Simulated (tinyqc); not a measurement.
## Mean barrier and spread from two temperatures

Inverse problem. For a Gaussian spread of Schottky barriers the apparent height is phi_ap = phi - sg^2/(2 Vt), Vt = kB T/q. Find sg and phi.

Constants: q = 1.602176634e-19 C, kB = 1.380649e-23 J/K. Results are converted to the units shown.

phi_ap(0) at 120 and 350 K (eV): [0.53048739, 0.56302425]

Answer. phi_ap is linear in 1/(2 Vt) with slope -sg^2 and intercept phi.

sg = 0.0320 eV
phi = 0.580 eV

tinyqc, about 0.01 s, one thread, Intel Xeon 2.30GHz (shared host): `OMP_NUM_THREADS=1 python tinyqc.py 2640086 2640087 out.jsonl`
